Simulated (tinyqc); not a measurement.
# Resistance of a tapered via with liner, size effect and interface: several studies

A round via whose diameter grows from db at the bottom as D(z) = db + 2 z/tan(ang). The fill, of diameter D - 2 tl, starts above the bottom liner (thickness fb tl) and has rho = rho0 (1 + ks lam/(D - 2 tl)); the sidewall liner conducts in parallel with it. The bottom liner and the interface are crossed over the full area pi db^2/4. Spreading in the lines above and below is left out.

Inputs (values chosen for the exercise); fill metal close to copper: diameter at the bottom db = 26 nm; height hv = 100 nm; sidewall angle ang = 88 degrees; bulk resistivity of the fill rho0 = 1.68 uohm cm; mean free path of the fill lam = 39 nm; size-effect factor ks = 0.8; liner on the sidewall tl = 1.8 nm; liner at the bottom over that on the sidewall fb = 0.7; resistivity of the liner rl = 250 uohm cm; interface resistivity at the bottom ri = 2.5e-12 ohm cm^2; ballistic conductance per area, about 3/(4 rho0 lam) Sb = 1.1e15 S/m^2; bulk resistivity of the second fill (close to ruthenium) rho2 = 7.9 uohm cm; its mean free path lam2 = 6.59 nm; its liner tl2 = 0.2 nm.

Each table varies one quantity; the others keep the values above.

## Via resistance against the diameter at the bottom

Slices between z0 = fb tl and hv, evaluated at their midpoints: conductance per length pi/4 [(D - 2 tl)^2/rho + (D^2 - (D - 2 tl)^2)/rl], slice resistance = slice height over that. 2000 slices. R_fill = sum of the slices; R_bottom = rl fb tl/(pi db^2/4); R_interface = ri/(pi db^2/4); ballistic (Sharvin) limit 1/(Sb pi (db - 2 tl)^2/4); ideal cylinder rho0 hv/(pi db^2/4).

Results:
```
db (nm),R_fill (ohm),R_bottom (ohm),R_interface (ohm),R (ohm),ballistic limit (ohm),R over ideal cylinder,largest part
6,667.6,111.4,8.842,787.9,201.0,13.26,fill
8.3,199.5,58.22,4.621,262.4,52.40,8.450,fill
16,26.35,15.67,1.243,43.26,7.528,5.177,fill
22,11.00,8.287,0.6577,19.94,3.419,4.512,fill
30,4.894,4.456,0.3537,9.704,1.661,4.083,fill
42,2.110,2.274,0.1804,4.564,0.7850,3.764,bottom liner
58,0.9715,1.192,0.09462,2.258,0.3911,3.552,bottom liner
80,0.4603,0.6267,0.04974,1.137,0.1983,3.401,bottom liner
```

Estimate the missing row, db = 11 nm.

Computed row:
```
db (nm),R_fill (ohm),R_bottom (ohm),R_interface (ohm),R (ohm),ballistic limit (ohm),R over ideal cylinder,largest part
11,79.65,33.15,2.631,115.4,21.14,6.529,fill
```

With this row back in the table: R falls from 788 to 1.14 ohm. The fill is the largest part at db = 6, the bottom liner from 42 on. R goes as db^(-3.39) between the first two rows and db^(-2.13) between the last two; area alone gives -2.

## Via resistance against the liner on the sidewall

Same model as above.

2000 slices.

The same in every row: R_interface (ohm) = 0.4709.

Via resistance against the liner on the sidewall:
```
tl (nm),R_fill (ohm),R_bottom (ohm),R (ohm),ballistic limit (ohm),R over ideal cylinder,largest part
0,5.170,0,5.641,1.712,1.783,fill
0.6,5.712,1.978,8.161,1.882,2.579,fill
1.1,6.230,3.626,10.33,2.043,3.264,fill
1.7,6.947,5.603,13.02,2.266,4.115,fill
2.3,7.791,7.581,15.84,2.527,5.007,fill
2.9,8.792,9.559,18.82,2.837,5.948,bottom liner
3.4,9.776,11.21,21.45,3.140,6.780,bottom liner
4,11.18,13.18,24.83,3.573,7.848,bottom liner
```

R rises from 5.64 to 24.8 ohm. The fill is the largest part at tl = 0, the bottom liner from 2.9 on. The share of the two bottom terms goes from 8.35 to 55.0 %.

## Two fill metals against the diameter

2000 slices. R_fill = sum of the slices; R_bottom = rl fb tl/(pi db^2/4); R_interface = ri/(pi db^2/4). The second fill has rho2, lam2 and tl2 in place of rho0, lam and tl.

Result of one run:
```
db (nm),"R, first fill (ohm)","R, second fill (ohm)",ratio second/first
12,91.08,68.88,0.7562
```

What becomes of these results when the diameter at the bottom db is changed from 12 to 24 nm, all else the same?

Result of the changed run:
```
db (nm),"R, first fill (ohm)","R, second fill (ohm)",ratio second/first
24,16.25,17.97,1.106
```

The whole series:
```
db (nm),"R, first fill (ohm)","R, second fill (ohm)",ratio second/first
6,787.9,258.8,0.3284
8.5,243.8,133.3,0.5466
12,91.08,68.88,0.7562
17,37.20,35.17,0.9452
24,16.25,17.97,1.106
35,6.848,8.571,1.252
49,3.255,4.411,1.355
70,1.509,2.176,1.441
100,0.7106,1.071,1.507
```

The ratio goes from 0.328 to 1.51. The two fills give the same R at db = 19.0 nm; below it the second gives the lower R.

tinyqc, about 0.01 s, one thread, Intel Xeon 2.30GHz (shared host): `OMP_NUM_THREADS=1 python tinyqc.py 2750156 2750157 out.jsonl`
